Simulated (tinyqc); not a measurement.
Resistance of a source-drain extension with a graded tip: two steps of the calculation.

y runs along the channel, the gate covers y > 0. The doping is N0 for y < y0 and N0 10^(-(y - y0)/la) beyond, uniform over the depth xj. Sheet conductance s(y) = q mu(N) max(N - Nch, 0) xj + (for y > 0) ma Cox Vo, with mu(N) = u0 + (u1 - u0)/(1 + (N/Nr)^au) and Cox = eps0 eox/tox. Current is taken as one-dimensional; depletion of the tip, spreading and the contact are left out. The metallurgical junction lies at yj, where N = Nch.

Parameters, values chosen for the exercise; mobility law close to that of holes in silicon: relative permittivity of the gate insulator (close to hafnium oxide) eox = 22.1; insulator thickness tox = 3.9 nm; active doping of the extension far from the gate N0 = 8.3e19 cm^-3; lateral abruptness la = 4.3 nm/decade; position under the gate where the fall begins (gate edge at 0) y0 = -0.8 nm; depth of the extension xj = 8 nm; channel doping Nch = 3.1e17 cm^-3; gate overdrive Vo = 0.73 V; mobility of the gate-induced layer ma = 34 cm^2/(V s); mobility at low doping u1 = 470.5 cm^2/(V s); mobility at high doping u0 = 44.9 cm^2/(V s); reference doping Nr = 2.23e17 cm^-3; exponent au = 0.719; gate length Lg = 50 nm.

Constants: q = 1.602176634e-19 C, eps0 = 8.8541878128e-14 F/cm where lengths are in cm. Results are converted to the units shown.

Problem 1. Sheet resistances and junction position. yj = y0 + la log10(N0/Nch); sheet resistance of the full extension 1/[q mu(N0)(N0 - Nch) xj] and of the gate-induced layer 1/(ma Cox Vo); metallurgical length Lg - 2 yj; ye is where the doped and the gate-induced conductances are equal.

Wanted: yj; sheet resistance of the extension; sheet resistance of the induced layer; metallurgical length; ye; N at ye.

Solution 1.

yj = 9.6392 nm
sheet resistance of the extension = 1855.5 ohm/square
sheet resistance of the induced layer = 8030.1 ohm/square
metallurgical length = 30.722 nm
ye = 2.3404 nm
N at ye = 1.5443e19 cm^-3

The gate takes over 7.30 nm before the junction, where N is still 49.8 times the channel doping.

Problem 2. Resistance of the overlapped part. Midpoint rule on 10 equal steps from 0 to yj: R_ov = sum h/s(y), per width.

Wanted: y; N; doped conductance; sheet resistance; R_ov.

Solution 2.

```
point  y (nm)  N (cm^-3)  doped conductance (uS)  sheet resistance (ohm/square)
0      0.4820   4.178e19                   290.0                           2412
1       1.446   2.493e19                   185.5                           3226
2       2.410   1.488e19                   120.8                           4076
3       3.374   8.881e18                   80.20                           4884
4       4.338   5.300e18                   54.02                           5601
5       5.302   3.163e18                   36.55                           6208
6       6.265   1.888e18                   24.33                           6718
7       7.229   1.127e18                   15.29                           7152
8       8.193   6.724e17                   8.241                           7532
9       9.157   4.013e17                   2.497                           7872
```

R_ov = 53.67 ohm um

Computed by the program tinyqc: `OMP_NUM_THREADS=1 python tinyqc.py 2282114 2282115 out.jsonl`, one thread of a shared Intel Xeon 2.30GHz, about 0.03 s for the whole run.
